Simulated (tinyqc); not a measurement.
# Growth of the error with array size

Square N x N arrays wired as follows: each row is driven at its left end through one segment rw, neighbouring nodes are joined by rw, each column ends in one more rw and a virtual ground. All cells have G = 16.0 uS and all rows V = 0.1 V, so the ideal current is N V G. The nodal equations are solved exactly.

Parameters, values chosen for the exercise: wire resistance between neighbouring cells rw = 10 ohm.

Result of one run:

| N | ideal (uA) | first column (uA) | last column (uA) | error of the last column (%) | 100 N^2 rw G |
|---|---|---|---|---|---|
| 12 | 19.20 | 19.00 | 18.80 | -2.072 | 2.304 |

What becomes of these results when the array size N is changed from 12 to 16, all else the same?

Result of the changed run:

| N | ideal (uA) | first column (uA) | last column (uA) | error of the last column (%) | 100 N^2 rw G |
|---|---|---|---|---|---|
| 16 | 25.60 | 25.16 | 24.69 | -3.546 | 4.096 |

The whole series:

| N | ideal (uA) | first column (uA) | last column (uA) | error of the last column (%) | 100 N^2 rw G |
|---|---|---|---|---|---|
| 2 | 3.200 | 3.198 | 3.197 | -0.08792 | 0.06400 |
| 4 | 6.400 | 6.388 | 6.382 | -0.2792 | 0.2560 |
| 6 | 9.600 | 9.568 | 9.545 | -0.5754 | 0.5760 |
| 8 | 12.80 | 12.73 | 12.68 | -0.9747 | 1.024 |
| 12 | 19.20 | 19.00 | 18.80 | -2.072 | 2.304 |
| 16 | 25.60 | 25.16 | 24.69 | -3.546 | 4.096 |
| 20 | 32.00 | 31.19 | 30.28 | -5.362 | 6.400 |

The error of the last column goes from -0.0879 % at N = 2 to -5.36 % at N = 20, as N^(1.80) between N = 4 and 8 and N^(1.85) between the last two rows. The scale N^2 rw G (N segments carrying the current of up to N cells) is 1.05 times the error at N = 8. The last column carries 0.971 of the current of the first at N = 20.

Computed by the program tinyqc: `OMP_NUM_THREADS=1 python tinyqc.py 2880005 2880006 out.jsonl`, one thread of a shared Intel Xeon 2.30GHz, about 0.02 s for the whole run.
